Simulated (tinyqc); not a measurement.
Inside a calculation. Model: Cahn-Hilliard equation on a periodic one-dimensional grid. Computed by tinyqc, a small Python program that keeps every step. Command: `OMP_NUM_THREADS=1 python tinyqc.py 3023017 3023018 out.jsonl cahn walk`. One thread of a shared host (Intel(R) Xeon(R) Processor @ 2.30GHz), about 0.05 s of CPU time with the checks. Intermediate numbers are printed to about 6 digits and carried at full precision; extremes and crossings named in words are read from the listed rows.

Free energy F = h sum_j [A (c_j^2 - 1)^2/4 + (kappa/2) ((c_(j+1) - c_j)/h)^2]; dc/dt = Lap(mu), mu = A (c^3 - c) - kappa Lap(c), Lap(y)_j = (y_(j+1) - 2 y_j + y_(j-1))/h^2, mobility 1; the grid has n = 16 points.

Inputs (values chosen for the exercise, in reduced units): spacing h = 1; well depth A = 1.2; gradient coefficient kappa = 0.45; mean composition c0 = 0.4; noise amplitude = 0.02; time step dt = 0.18; end time = 150.

Scheme: semi-implicit Fourier.

## Linear stability

f'' = A (3 c0^2 - 1). Mode m has lambda_m = (4/h^2) sin^2(pi m/n) and the rate w_m = -lambda_m (f'' + kappa lambda_m). In the continuum the fastest wavelength is 2 pi sqrt(2 kappa/|f''|) with the rate f''^2/(4 kappa). Explicit steps near c = +-1, where f'' = 2A, are stable for dt < 2/(16 kappa/h^4 + 8 A/h^2).

f'' = -0.624

Modes of the grid:
```
m  lambda_m       w_m
1   0.15224   0.08457
2   0.58579   0.21112
3   1.23463   0.08447
4   2.00000  -0.55200
5   2.76537  -1.71568
6   3.41421  -3.11512
7   3.84776  -4.26136
8   4.00000  -4.70400
```

fastest wavelength = 7.54586

largest rate = 0.21632

explicit limit of dt = 0.119048

3 mode(s) grow; the fastest on the grid is m = 2, while the box holds 2.12 fastest wavelengths. dt is 1.51 of the explicit limit.

## The first step

random numbers: [-0.196, 0.371, 0.692, 0.699, 0.647, 0.594, 0.625, 0.177, -0.012, -0.428, 0.679, 0.372, -0.693, -0.510, 0.546, -0.027]

Start: c_j = c0 + amplitude x (z_j - mean of z). With Fourier components y_m = sum_j y_j exp(-2 pi i j m/n): c_m(new) = [c_m - dt lambda_m N_m]/(1 + dt kappa lambda_m^2), N = A (c^3 - c), lambda_m = (4/h^2) sin^2(pi m/n).

c at the start: [0.39166, 0.40300, 0.40942, 0.40956, 0.40852, 0.40746, 0.40808, 0.39912, 0.39534, 0.38702, 0.40916, 0.40302, 0.38172, 0.38538, 0.40650, 0.39504]

mu at the start: [-0.404520, -0.402845, -0.406123, -0.408502, -0.408402, -0.408530, -0.403836, -0.404981, -0.398218, -0.408567, -0.396068, -0.398249, -0.402551, -0.401630, -0.392534, -0.403706]

c after one step: [0.392150, 0.402446, 0.409448, 0.409909, 0.408697, 0.407944, 0.407635, 0.399529, 0.393928, 0.389183, 0.407768, 0.402492, 0.382582, 0.386062, 0.404311, 0.395917]

F at the start = 3.38689

F after one step = 3.38683

## The run

Run to the end time; break off if |c| exceeds 3 or F has risen by more than 1e-9 in more than 30 steps. Domains = stretches with c > c0.

Course:
```
step       t        F      min c     max c  domains
0       0.00  3.38689   0.381720  0.409560        3
17      3.06  3.38662   0.386603  0.415096        2
42      7.56  3.38617   0.380661  0.426800        2
83     14.94  3.38072   0.329419  0.465818        2
125    22.50  3.23585  -0.023371  0.626520        2
167    30.06  2.52412  -0.736899  0.956737        2
250    45.00  2.50347  -0.745063  0.952810        2
333    59.94  2.50151  -0.729927  0.952638        2
458    82.44  2.50034  -0.710328  0.953516        2
583   104.94  2.50009  -0.701618  0.953870        2
708   127.44  2.50003  -0.698236  0.953916        2
833   149.94  2.50002  -0.696465  0.953919        2
```

c at the end: [0.474092, 0.875747, 0.944690, 0.953919, 0.945017, 0.877170, 0.480220, -0.692084, -0.692951, 0.476660, 0.874050, 0.931768, 0.872869, 0.471057, -0.696465, -0.695759]

F at the end = 2.50002

steps in which F rose = 0

F never rises by more than 1e-9 in a step. The count of domains goes from 3 in the noise to 2 at the end, and c spans -0.696 to 0.954.

## Interfaces

Continuum wall between c = -1 and +1: c = tanh(x/w), w = sqrt(2 kappa/A), energy s = (2/3) sqrt(2 kappa A). With two walls per domain, the estimate of F at the end is 2 x domains x s. Volume fraction of the +1 phase by the lever rule: (1 + c0)/2.

wall half width w = 0.866025

wall energy s = 0.692820

estimate of F = 2.77128

volume fraction = 0.7

w/h = 0.866025

The run ends at F = 2.5000, 0.90 of the estimate: walls this close overlap, or the grid resolves them poorly. Caution: the half width of the wall is below the grid spacing, so the wall is barely resolved and feels the grid.

Checks made by the program: conservation of the mean (relative difference below 1e-10).
